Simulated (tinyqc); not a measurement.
Inside a calculation: Franz-Keldysh effect at a direct gap. Values are carried at full precision from step to step, so a last printed digit may differ when a step is redone from the rounded ones.

Parabolic bands, vertical transitions, no excitons. For each hole band j: mr = me mj/(me + mj); joint density of states J_j(E) = (mr/c)^(3/2) sqrt(E - Eg)/(2 pi^2), both spins, c = hbar^2/2m0; averaged matrix element |e.p|^2 = m0 Ep/6; alpha_j(E) = 4 pi^2 alpha_f c Ep J_j/(3 nr E) in 1/angstrom (alpha_f the fine-structure constant, listed as alpha among the constants), times 1e8 for 1/cm.

In a field Fd (1 kV/cm = 1e-5 V/angstrom) the electro-optic energy of band j is th = (c (e Fd)^2/mr)^(1/3), and sqrt(E - Eg) in J_j is replaced by pi sqrt(th) [Ai'(b)^2 - b Ai(b)^2] with b = (Eg - E)/th; Ai is the Airy function.

Constants: hbar^2/2m0 = 3.80998211 eV angstrom^2; fine-structure constant alpha = 0.007297352564.

Parameters, chosen for this exercise (near those of GaAs; the results hold for these values, not for the real material): Eg = 1.395 eV (direct gap); me = 0.0687 m0 (electron mass); mhh = 0.483 m0 (heavy-hole mass); mlh = 0.0841 m0 (light-hole mass); Ep = 26.2 eV (Kane energy); nr = 3.59 (refractive index); Fd = 20 kV/cm (uniform field); E = 1.422 eV (photon energy); L = 34 micrometre (length of a waveguide).

## Electro-optic energy and length

For each hole band give mr, th and the length th/(e Fd).

Scales:
```
hole   mr (m0)  th (meV)  length (angstrom)
heavy  0.06015    13.633               68.2
light  0.03781    15.914               79.6
```

The light-hole pair has th larger by a factor 1.167, the cube root of the ratio of reduced masses.

## Airy factors at E

Ai is the Airy function, th the electro-optic energy of each hole band from the table (its other columns are not needed here), b = (Eg - E)/th with th in eV; the factor takes the place of sqrt(E - Eg) in the joint density of states.

Form b, Ai(b), Ai'(b) and the factor pi sqrt(th) [Ai'^2 - b Ai^2] for each band, beside sqrt(E - Eg) (zero below the gap).

Factors:
```
hole         b   Ai(b)  Ai'(b)  factor (eV^(1/2))  without field
heavy  -1.9805  0.2394  0.6092             0.1778         0.1643
light  -1.6966  0.3901  0.4439             0.1804         0.1643
```

## Absorption with and without the field

Put the factors in place of sqrt(E - Eg) in alpha_j and add the bands; a waveguide of length L changes its transmission by 4.343 (alpha(F) - alpha(0)) L dB.

alpha_j in the field (1/cm): heavy 3.35e+03, light 1.70e+03

alpha(F) = 5.05e+03 1/cm
alpha(0) = 4646 1/cm
change of loss = 5.98 dB

Without the field the loss over L is 69 dB, so this energy is of no use for a modulator. Above the gap the field raises the absorption at this energy; the sign alternates with energy (Franz-Keldysh oscillations). Excitons, which add a sharp peak at low field, are left out.

## Checks

- Airy factor at b = -40 against the zero-field limit sqrt(-b): 6.33 against 6.32.

Computed by tinyqc, a small Python program: `OMP_NUM_THREADS=1 python tinyqc.py 1652590 1652591 out.jsonl` (the numbers bound the seed that draws the inputs); one thread of a shared host (Intel(R) Xeon(R) Processor @ 2.30GHz), about 0.01 s for the whole set of steps.
